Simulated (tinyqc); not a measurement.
Worked calculation: kinetics of strain relaxation and threading dislocations in mismatched semiconductor layers. Computed by tinyqc, a small Python program that keeps every step. Command: `OMP_NUM_THREADS=1 python tinyqc.py 3021253 3021254 out.jsonl threading walk`. One thread of a shared host (Intel(R) Xeon(R) Processor @ 2.30GHz), about 0.01 s of CPU time with the checks. Intermediate numbers are printed to about 6 digits and carried at full precision; extremes and crossings named in words are read from the listed rows.

60-degree dislocations on {111} planes of a (001) layer, isotropic elasticity. The Schmid factor is 1/sqrt(6), and a misfit segment relieves strain with b/2.

Inputs (values chosen for the exercise, modelled on GaAs on Si):
```
quantity                                     value          unit
misfit f                                    0.0427             -
shear modulus G                               48.4           GPa
Poisson ratio nu                              0.31             -
Burgers vector b                                 4      angstrom
glide activation energy Q                     1.33            eV
velocity prefactor v0                        12000   m/s per MPa
layer thickness h                               20            nm
anneal temperature T                           573             K
anneal time t                                 2500             s
initial thread density rho_0                150000        1/cm^2
multiplication constant delta                 3000           1/m
grading rate (misfit per thickness) R_f     0.0057  1/micrometre
growth temperature of the buffer T_g           898             K
growth rate R_g                                2.6          nm/s
reaction radius r_A                            8.2            nm
final thickness of a thick uniform layer H     1.9    micrometre
aspect ratio of a trench                      0.58             -
```

Sources: fixed density of threads.

Constants: k_B = 8.617333262e-05 eV/K.

## Excess stress and glide velocity at the start

Excess resolved stress tau = (1/sqrt 6) [2 G (1 + nu)/(1 - nu)] (e - e_eq), e_eq = b (1 - nu/4) [ln(h/b) + 1]/(4 pi (1 + nu) h), the Matthews-Blakeslee strain of an uncapped layer; glide velocity v = v0 tau exp(-Q/(k_B T)), tau in MPa.

equilibrium strain e_eq = 0.00550523

excess stress tau = 2790.64 MPa

mobility v/tau = 2.40584e-08 m/s per MPa

initial velocity = 67.1383 micrometre/s

The layer carries 7.8 times its equilibrium strain. In the anneal time a thread would run 170000 micrometre at this speed. Caution: at stresses above about 1 GPa the linear velocity law understates glide, as stress lowers the kink barrier. Caution: at such misfit the layer islands and relaxes during the first nanometres, so a uniform strained start is an idealisation.

## Relaxation in the anneal

Threads run in two directions, so de/dt = -(b/4) rho v, with rho fixed. With x = e - e_eq, x0 = f - e_eq (fully strained at t = 0) and v = m S x (m the mobility, S x = tau): x = x0 exp(-t/t_r), t_r = 4/(b rho_0 m S). The half time is that at which x = x0/2.

strain left e = 0.0244074

share of the excess strain relieved = 49.1806 %

thread density = 150000 1/cm^2

half time = 2560.03 s

Relaxation is under way. The misfit lines laid down are 0.011 micrometre apart. Caution: blocking of threads by crossing misfit lines, left out here, leaves real layers with more strain.

## Anneal temperature

The formulas are those given above.

After the time t:
```
T (K)  first velocity (micrometre/s)  relieved (%)  threads (1/cm^2)  half time (s)
490                      7.00627e-01        0.7039            150000    2.45318e+05
509                      2.27046e+00        2.2631            150000    7.57013e+04
532                      8.42247e+00        8.1410            150000    2.04069e+04
551                      2.29036e+01       20.6193            150000    7.50435e+03
574                      7.03640e+01       50.8068            150000    2.44268e+03
589                      1.39554e+02       75.5120            150000    1.23162e+03
610                      3.43967e+02       96.8817            150000    4.99689e+02
645                      1.35764e+03       99.9999            150000    1.26599e+02
```

The half time follows exp(Q/(k_B T)), a decade for each 49 K near 574 K. Relief goes from 21 % at 551 K to 75.5 % at 589 K: with a fixed density the onset is gradual, and more threads relax the layer sooner. Caution: rows with more than 50 % relieved leave out blocking by crossing misfit lines, which slows real layers.

## Graded buffer

In steady grading, strain is fed at R_f R_g and relieved at (b/4) rho v. As a glide-limited estimate, the driving stress is taken as the mean stress of the strained top zone, whose depth z solves R_f z/2 = e_eq(z), with strain R_f z at the surface; tau_g = S R_f z/2 is its mean; then rho = 4 R_f R_g/(b m tau_g), m = v0 exp(-Q/(k_B T_g)), S = (1/sqrt 6) 2 G (1 + nu)/(1 - nu), e_eq(z) = b (1 - nu/4) [ln(z/b) + 1]/(4 pi (1 + nu) z).

depth z of the strained zone = 241.286 nm

stress tau_g = 51.5940 MPa

thread density of the buffer = 697.151 1/cm^2

buffer thickness f/R_f = 7.49123 micrometre

Raising T_g by 50 K would lower this density by a factor 2.5: fast glide lets few threads do the work. Caution: real buffers seldom go below 1e5 /cm^2, as pile-ups and nucleation take over; this value is a lower bound.

## Thick uniform layer and trapping in a trench

A separate case, a thick relaxed layer. Pair reactions during growth: d rho/dh = -K rho^2 with K = 2 r_A tan(psi) and threads inclined by psi = 45 degrees (the <110> lines of {111} planes), so rho = 1/(K H) for a layer that starts with far more threads than that, as highly mismatched layers do. In a trench along [110] a thread on {111} rises at 54.74 degrees across the width, and leaves through the wall below the height w tan(54.74 degrees) = sqrt(2) w; the share of threads, evenly spread over the floor, that reach the top is max(0, 1 - a/sqrt 2) for the aspect ratio a.

thread density at H = 3.20924e+09 1/cm^2

share that reaches the top = 0.589878

The trench is too shallow to trap all. Thickness alone needs 6100 micrometre for 1e6 /cm^2.

Checks made by the program: strain against numerical integration (relative difference below 1e-10).
